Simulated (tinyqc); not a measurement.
Sweep of the shear strain: two-band k.p model of the Delta valleys near the X point under shear strain.

Valley pair on the [001] axis, kz counted from the X point, c = hbar^2/2m0, k0 = kx0 2 pi/a. H = (c kz^2/ml + c (kx^2 + ky^2)/mt + c k0^2/ml) 1 + (2 c k0 kz/ml) sigma_z + (D exy - 2 c kx ky/Mp) sigma_x, so E = c kz^2/ml + c (kx^2 + ky^2)/mt + c k0^2/ml -/+ sqrt((2 c k0 kz/ml)^2 + (D exy - 2 c kx ky/Mp)^2). Without strain the lower band has its minima, E = 0, at kz = +/- k0. Shifts from diagonal strain are left out.

For |eta| < 1: k_min = k0 sqrt(1 - eta^2), E_min = -Delta eta^2/2, ml(eta) = ml/(1 - eta^2), 1/m[110] = 1/mt + eta/Mp, 1/m[1-10] = 1/mt - eta/Mp. For |eta| > 1 the minimum sits at X: E_min = -Delta (2 |eta| - 1)/2, ml(eta) = ml/(1 - 1/|eta|), and eta is replaced by its sign in the transverse masses. Here Delta = 2 c k0^2/ml and eta = D exy/Delta.

Constants: hbar^2/2m0 = 3.80998211 eV angstrom^2.

Values chosen for the exercise (near those of Si; not measured data): a = 5.445 angstrom (lattice constant); ml = 0.938 m0 (longitudinal mass); mt = 0.198 m0 (transverse mass); kx0 = 0.148 2 pi/a (distance of the minimum from X); D = 14.5 eV (shear deformation potential); Mp = 0.233 m0 (coupling mass).

Delta = 2 c k0^2/ml, eta = D exy/Delta.

The minimum:
```
exy       eta  k_min/k0  E_min (meV)  ml(eta)  m[110]  m[1-10]  density-of-states mass
0.0000  0.000     1.000          0.0    0.938  0.1980   0.1980                   0.333
0.0016  0.098     0.995         -1.1    0.947  0.1828   0.2160                   0.334
0.0041  0.251     0.968         -7.5    1.001  0.1632   0.2517                   0.345
0.0123  0.753     0.658        -67.1    2.164  0.1208   0.5495                   0.524
0.0147  0.900     0.437        -95.9    4.918  0.1122   0.8406                   0.774
0.0196  1.199     0.000       -165.7    5.641  0.1070   1.3181                   0.927
0.0261  1.597     0.000       -260.0    2.509  0.1070   1.3181                   0.707
```

Give the missing row, exy = 0.0082.

Computed row:
```
exy       eta  k_min/k0  E_min (meV)  ml(eta)  m[110]  m[1-10]  density-of-states mass
0.0082  0.502     0.865        -29.8    1.254  0.1388   0.3452                   0.392
```

The valleys reach X at eta = 1, that is exy = 0.0163. The shift is quadratic up to eta = 1 (-7.5 meV at eta = 0.25, -29.8 meV at 0.50) and linear beyond, while 1/m[110] rises linearly, taking m[110] from 0.198 to its floor 0.1070, a gain of 85 % in 1/m. ml(eta) diverges at eta = 1; the largest value listed is 5.64. A deformation-potential model with fixed masses misses all of this.

Run: tinyqc, `OMP_NUM_THREADS=1 python tinyqc.py 1051390 1051391 out.jsonl`; Intel(R) Xeon(R) Processor @ 2.30GHz, one thread, shared host; about 0.01 s of CPU time with all checks.
